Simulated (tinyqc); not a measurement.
Precursor delivery by bubblers, mass-transport growth and the solid composition of a III-V alloy. Inputs raised by 10 %, one at a time. Computed by tinyqc, a small Python program. Command: `OMP_NUM_THREADS=1 python tinyqc.py 3014447 3014448 out.jsonl movpe_thermo sens`. One thread of a shared host (Intel(R) Xeon(R) Processor @ 2.30GHz), about 0.01 s of CPU time with the checks.

1 sccm = 44.615 micromol/min; 1 torr = 133.322 Pa. The sources decompose fully at the surface.

Inputs (values chosen for the exercise, modelled on triethylgallium (source 1) and trimethylindium (source 2) for the vapour pressures): bath temperature T1 = 294 K; bath temperature T2 = 295 K; bubbler pressure p_b = 760 torr; carrier flow F1 = 97 sccm; carrier flow F2 = 47 sccm; total flow F_t = 22 slm; group-V flow F_V = 48 sccm; reactor pressure p = 760 torr; growth temperature T = 970 K; diffusivity at 273 K and 760 torr = 0.35 cm^2/s; flow cross-section A = 63 cm^2; distance from the leading edge z = 5.2 cm; lattice constant a = 5.67 angstrom; interaction L0 of the solid = 7.18 kJ/mol; vapour fraction x_v of D among the group-V sources = 0.41; exchange energy dG_x of AC + (1/2) D2 -> AD + (1/2) C2 = -8.3 kJ/mol.

Alloy: mixing on the group-V sites.

constants a, b of source 1 (log10 torr, K): [8.111, 2162]

constants a, b of source 2 (log10 torr, K): [10.5, 3014]

Constants: k_B = 1.380649e-23 J/K; R = 8.314462618 J/(mol K).

Method:
- log10 p_v = a - b/T_bath; molar flow = F x 44.615 x p_v/(p_b - p_v) for a saturated bubbler.
- p_i = p n_i/(44615 F_t), F_t in slm; p_V = p F_V/(1000 F_t), counted per molecule supplied; V/III = 44.615 F_V/(n1 + n2); vapour fraction of source 2 = n2/(n1 + n2).
- Mean velocity u = (F_t/A)(760/p)(T/273); D = D0 (T/273)^1.75 (760/p); boundary layer delta = sqrt(pi D z/u); flux = D dp/(delta k_B T); growth rate = flux x a^3/4.
- At high V/III the group-V pressures at the surface equal those supplied, as dimers: p_D2/p_C2 = x_v/(1 - x_v). Equilibrium of the solid AC(1-x)D(x), A standing for the mix of both group-III metals: ln[x/(1 - x)] + L0 (1 - 2x)/(R T) = -dG_x/(R T) + (1/2) ln[x_v/(1 - x_v)]. Growth rate = rate per torr x (p_1 + p_2). Sensitivity dx/dx_v = [1/(2 x_v (1 - x_v))]/[1/(x (1 - x)) - 2 L0/(R T)].

Runs:
```
input moved                                         from     to  molar flow 1 (micromol/min)  V/III ratio  vapour fraction of source 2  growth rate (micrometre/h)
base run                                               -      -                        32.81        56.18                       0.1393                       0.973
bubbler pressure p_b (torr)                          760    836                        29.80        61.84                       0.1393                       0.884
carrier flow F2 (sccm)                                47   51.7                        32.81        55.41                       0.1511                       0.986
growth temperature T (K)                             970   1067                        32.81        56.18                       0.1393                       1.008
interaction L0 of the solid (kJ/mol)                7.18  7.898                        32.81        56.18                       0.1393                       0.973
vapour fraction x_v of D among the group-V sources  0.41  0.451                        32.81        56.18                       0.1393                       0.973
```

Exponents ln(y'/y) / ln(x'/x):
```
input                                               molar flow 1  V/III ratio  vapour fraction of source 2  growth rate
bubbler pressure p_b                                      -1.007        1.007                        0.004       -1.007
carrier flow F2                                            0.000       -0.145                        0.855        0.145
growth temperature T                                       0.000        0.000                        0.000        0.375
interaction L0 of the solid                                0.000        0.000                        0.000        0.000
vapour fraction x_v of D among the group-V sources         0.000        0.000                        0.000        0.000
```

To which inputs is each result most sensitive?

Among the inputs moved here: molar flow 1 answers most in size to bubbler pressure p_b (exponent -1.007); its exponent is below 0.0005 for carrier flow F2, growth temperature T, interaction L0 of the solid, vapour fraction x_v of D among the group-V sources. Its exponent -1.007 in bubbler pressure p_b: the carrier picks up p_v/p_b. V/III ratio answers most in size to bubbler pressure p_b (exponent +1.007), next to carrier flow F2 (-0.145); its exponent is below 0.0005 for growth temperature T, interaction L0 of the solid, vapour fraction x_v of D among the group-V sources. Vapour fraction of source 2 answers most in size to carrier flow F2 (exponent +0.855); its exponent is below 0.0005 for growth temperature T, interaction L0 of the solid, vapour fraction x_v of D among the group-V sources. Growth rate answers most in size to bubbler pressure p_b (exponent -1.007), next to growth temperature T (+0.375); its exponent is below 0.0005 for interaction L0 of the solid, vapour fraction x_v of D among the group-V sources.
